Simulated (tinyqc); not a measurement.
What moves the response: phonon-assisted absorption at an indirect gap.

alpha(E) = sum_j A_j [N_j (E - Eg + w_j)^2 + (N_j + 1)(E - Eg - w_j)^2], each bracket counted only where its base is positive; N_j = 1/(exp(w_j/kB T) - 1). The first term absorbs a phonon and the second emits one; excitons and direct transitions are left out.

Photodiode (Gaertner form with a dead layer): QE = (1 - R) exp(-alpha xj) [1 - exp(-alpha W)/(1 + alpha L)], R = ((nr - 1)/(nr + 1))^2; responsivity = QE/E in A/W for E in eV.

Constants: kB = 8.617333262e-05 eV/K.

Parameters, chosen for this exercise (loosely those of Si at room temperature; Eg is not tied to T; the results hold for these values, not for the real material): Eg = 1.136 eV (indirect gap, held fixed unless listed); w = (57.3, 18.9) meV (two zone-edge phonons); A = (3100, 620) 1/(cm eV^2) (their strengths); T = 300 K; E = 1.121 eV (photon energy); nr = 3.54 (refractive index); xj = 0.25 micrometre (dead layer at the surface); W = 0.58 micrometre (depleted width); L = 29 micrometre (minority diffusion length below it).

At the energy E.

Results for these values:
```
case,alpha (1/cm),QE
base,0.6873,0.0014
```

What happens to each result for xj = 0.5 micrometre, all else kept?

Answer: alpha does not change at the printed digits; QE does not change at the printed digits.

The same for each parameter in turn:
```
case,alpha (1/cm),QE
base,0.6873,0.0014
Eg = 1.116 eV,1.801,0.0036
T = 350 K,0.9866,0.0020
W = 1.16 micrometre,0.6873,0.0014
L = 14.5 micrometre,0.6873,0.0007
xj = 0.5 micrometre,0.6873,0.0014
nr = 3.72,0.6873,0.0014
```

tinyqc: `OMP_NUM_THREADS=1 python tinyqc.py 1650417 1650418 out.jsonl`; about 0.01 s, one thread, shared Intel(R) Xeon(R) Processor @ 2.30GHz.
